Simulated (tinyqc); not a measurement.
What a measurement delay does to the time exponent: bias-temperature instability from a Gaussian distribution of capture and emission barriers. Computed by tinyqc, a small Python program. Command: `OMP_NUM_THREADS=1 python tinyqc.py 3004294 3004295 out.jsonl bti walk`. One thread of a shared host (Intel(R) Xeon(R) Processor @ 2.30GHz), about 0.01 s of CPU time with the checks.

Each trap has a capture time tau_0 exp(E_c/(k_B T)) under stress and an emission time tau_0 exp(E_e/(k_B T)) after it. E_c is Gaussian, and E_e = E_c + d with d Gaussian and independent. A trap counts as filled once t_s exceeds its capture time and as emptied once t_r exceeds its emission time.

Inputs (values chosen for the exercise, for a model p-channel transistor):

| quantity | value | unit |
|---|---|---|
| shift with all traps filled V_max | 63 | mV |
| mean capture barrier at zero field mu_c | 1.73 | eV |
| spread of capture barriers sigma_c | 0.26 | eV |
| lowering of mu_c per field k_F | 0.062 | eV/(MV/cm) |
| oxide field F | 5 | MV/cm |
| mean of E_e - E_c at the stress field, delta | -0.23 | eV |
| spread of E_e - E_c, sigma_d | 0.34 | eV |
| time constant tau_0 | 1e-10 | s |
| temperature T | 25 | C |
| stress time t_s | 2000 | s |

Constants: k_B = 8.617333262e-05 eV/K.

Method:
- Demarcation energies E_s = k_B T ln(t_s/tau_0), E_r = k_B T ln(t_r/tau_0); mean barrier mu = mu_c - k_F F; z = (E_s - mu)/sigma_c; Phi is the standard normal distribution.
- Temperatures in kelvin are T(C) + 273.15.
- Shift without recovery dV0 = V_max Phi(z); local time exponent n = d ln dV0/d ln t_s = (k_B T/sigma_c) exp(-z^2/2)/(sqrt(2 pi) Phi(z)); apparent activation energy n E_s.
- Remaining shift dV = V_max int_(-infinity)^(E_s) g(E_c) [1 - Phi((E_r - E_c - delta)/sigma_d)] dE_c, g the Gaussian density of E_c (Gauss-Legendre, 120 points over 7 sigma_c below E_s).
- Columns: no delay, and delays of 1 us, 1 ms and 1 s.

mean barrier mu = 1.42 eV

Shift (mV):

| t_s (s) | no delay | 1 us | 1 ms | 1 s |
|---|---|---|---|---|
| 1.00e+00 | 0.0454 | 0.0256 | 0.0164 | 0.0088 |
| 1.00e+01 | 0.0973 | 0.0608 | 0.0412 | 0.0234 |
| 1.00e+02 | 0.1988 | 0.1357 | 0.0966 | 0.0581 |
| 1.00e+03 | 0.3873 | 0.2848 | 0.2123 | 0.1350 |
| 1.00e+04 | 0.7196 | 0.5630 | 0.4375 | 0.2933 |
| 1.00e+05 | 1.2761 | 1.0506 | 0.8478 | 0.5967 |
| 1.00e+06 | 2.1613 | 1.8545 | 1.5475 | 1.1391 |
| 1.00e+07 | 3.4985 | 3.1028 | 2.6663 | 2.0445 |

Between 10 and 1000 s the apparent exponent is 0.300 without delay, 0.335 at 1 us, 0.356 at 1 ms and 0.381 at 1 s: a slow measurement loses more of a short stress than of a long one, which steepens the curve. Without delay the exponent falls from 0.331 to 0.209 over the table, so the growth is not a true power law. Caution: step-function filling and one Gaussian population are simplifications; real devices show several populations.
